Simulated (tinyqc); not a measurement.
Bandgap voltage reference from two bipolar transistors: two steps of the calculation.

Two transistors of area 1 and N carry the same current I. Is(T) = Is (T/T0)^eta exp[(Vg0 q/kB)(1/T0 - 1/T)], VBE1 = Vt ln(I/Is(T)) + I rb, VBE2 = Vt ln(I/(N Is(T))) + I rb/N. The amplifier forces I R1(T) = VBE1 - VBE2 + Vos, with R(T) = R (1 + tc (T - T0)) for both resistors, and the output is Vref = VBE1 + I R2(T). Base currents and the Early effect are neglected.

Values chosen for this exercise; values of the order met in silicon bipolar transistors:

| symbol | value | unit | meaning |
|---|---|---|---|
| T0 | 300 | K | reference temperature |
| Vg0 | 1.175 | V | band-gap voltage extrapolated to 0 K |
| eta | 4.1 |  | temperature exponent of the saturation current |
| Is | 3e-16 | A | saturation current of the unit transistor at T0 |
| N | 15 |  | area ratio of the second transistor |
| R1 | 6 | kohm | resistor across which the difference of VBE falls, at T0 |
| tc | 0 | ppm/K | temperature coefficient of both resistors |
| Vos | 0 | mV | offset of the amplifier |
| rb | 0 | ohm | series resistance of the unit transistor |
| R2 | 50.87 | kohm | output resistor at T0 |

Constants: q = 1.602176634e-19 C, kB = 1.380649e-23 J/K. Results are converted to the units shown.

Task 1. Operating point at the reference temperature. Vt = kB T/q; I = (Vt ln N + Vos)/(R1(T) - rb (1 - 1/N)). Evaluate at T = T0.

Give: Vt; I; Is(T); VBE1; I R2; Vref.

Result 1.

Vt = 0.025852 V
I = 11.668 uA
Is(T) = 3.0000e-16 A
VBE1 = 0.63038 V
I R2 = 0.59356 V
Vref = 1.2239 V

Task 2. Resistor for zero slope at T0, ideal case. With tc = 0, Vos = 0 and rb = 0 the current is proportional to T, dVBE/dT = (VBE - Vg0 - (eta - 1) Vt)/T, and Vref has zero slope at T0 when Vref = Vg0 + (eta - 1) Vt0. Find VBE1, its slope, that Vref, R2/R1 and the curvature d2Vref/dT2 = -(eta - 1) kB/(q T0).

Find: VBE1; dVBE/dT; Vref; R2/R1; curvature.

Result 2.

VBE1 = 0.6304 V
dVBE/dT = -2.083 mV/K
Vref = 1.255 V
R2/R1 = 8.924
curvature = -0.8905 uV/K^2

Computed by the program tinyqc: `OMP_NUM_THREADS=1 python tinyqc.py 2062156 2062157 out.jsonl`, one thread of a shared Intel Xeon 2.30GHz, about 0.02 s for the whole run.
